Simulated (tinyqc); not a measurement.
Landau-Devonshire theory of a uniaxial ferroelectric: one step, computed by the program tinyqc. Command: `OMP_NUM_THREADS=1 python tinyqc.py 3003199 3003200 out.jsonl ferro walk`. One thread of a shared host (Intel(R) Xeon(R) Processor @ 2.30GHz), about 0.01 s of CPU time with the checks.

G(P) = (alpha/2) P^2 + (beta*/4) P^4 + (gamma/6) P^6 - E P per volume, SI units, one domain, P along the polar axis.

Problem. Temperatures of the first-order transition. T_C = T0* + 3 beta*^2/(16 alpha_0 gamma); the polar phase survives up to T1 = T0* + beta*^2/(4 alpha_0 gamma); at T_C Ps^2 = -3 beta*/(4 gamma); latent heat = (1/2) alpha_0 T_C Ps^2.

Inputs (values chosen for the exercise, modelled on barium titanate):
```
quantity                      value         unit
alpha_0                      691000  J m/(C^2 K)
Curie-Weiss temperature T0      381            K
gamma                       1.7e+10    J m^9/C^6
temperature T                   305            K
```

Sample: free crystal.

T0* = 381 K

beta* = -8.05e+08 J m^5/C^4

Give: transition temperature T_C; superheating limit T1; jump of Ps; latent heat.

Solution.

transition temperature T_C = 391.3 K

superheating limit T1 = 394.8 K

jump of Ps = 18.85 microcoulomb/cm^2

latent heat = 4.802 MJ/m^3

Thermal hysteresis can span at most T1 - T0* = 13.8 K.
